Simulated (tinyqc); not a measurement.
What each parameter does: donor level screened by free carriers (Yukawa potential).

Screening wave number: Debye ks^2 = 4 pi q n/(eps kB T); Thomas-Fermi ks^2 = 6 pi q n/(eps EF) with EF = c (3 pi^2 n/gv)^(2/3)/m, c = hbar^2/2m0; the two are joined by 1/ks^2 = sqrt(1/ks_D^4 + 1/ks_TF^4). 1e18/cm^3 = 1e-6/angstrom^3, q = e^2/(4 pi eps0).

Potential -(q/(eps r)) exp(-ks r), q = e^2/(4 pi eps0). In units Ry* = Ry m/eps^2 and a* = a0 eps/m the problem is [-Laplacian - 2 exp(-x r)/r] psi = E psi with x = ks a*.

Converged values use 18 functions exp(-z r), z = 1.55^i, i = -11 to 6: S = 2/A^3, H = z_i z_j S - 2/(A + x)^2, A = z_i + z_j.

Constants: e^2/(4 pi eps0) = 14.39964547 eV angstrom; kB = 8.617333262e-05 eV/K; hbar^2/2m0 = 3.80998211 eV angstrom^2; Ry = 13.60569312 eV; a0 (Bohr radius) = 0.5291772105 angstrom.

Values chosen for the exercise (near those of a donor in Si, with one mean mass; not measured data): m = 0.321 m0 (mass); eps = 11.7 (dielectric constant); gv = 6 (valleys); T = 300 K (temperature); n = 0.59 x 1e18/cm^3 (free-carrier density).

Ry* = Ry m/eps^2, a* = a0 eps/m, x = ks a* with the joined ks; converged binding.

Results for these values:

| case | 1/ks (angstrom) | x | binding in Ry* | binding (meV) |
|---|---|---|---|---|
| base | 53.3 | 0.362 | 0.440 | 14.02 |

What happens to each result for eps = 10.8, all else kept?

Answer: 1/ks falls from 53.3 to 51.2; x falls from 0.362 to 0.348; binding in Ry* rises from 0.440 to 0.456; binding rises from 14.02 to 17.08.

The same for each parameter in turn:

| case | 1/ks (angstrom) | x | binding in Ry* | binding (meV) |
|---|---|---|---|---|
| base | 53.3 | 0.362 | 0.440 | 14.02 |
| n = 0.885 x 1e18/cm^3 | 43.5 | 0.443 | 0.351 | 11.21 |
| T = 360 K | 58.3 | 0.331 | 0.477 | 15.22 |
| m = 0.36 m0 | 53.3 | 0.323 | 0.487 | 17.41 |
| eps = 10.8 | 51.2 | 0.348 | 0.456 | 17.08 |
| gv = 7 | 53.3 | 0.362 | 0.439 | 14.02 |

Computed by tinyqc, a small Python program: `OMP_NUM_THREADS=1 python tinyqc.py 1251989 1251990 out.jsonl` (the numbers bound the seed that draws the inputs); one thread of a shared host (Intel(R) Xeon(R) Processor @ 2.30GHz), about 0.01 s for the whole set of steps.
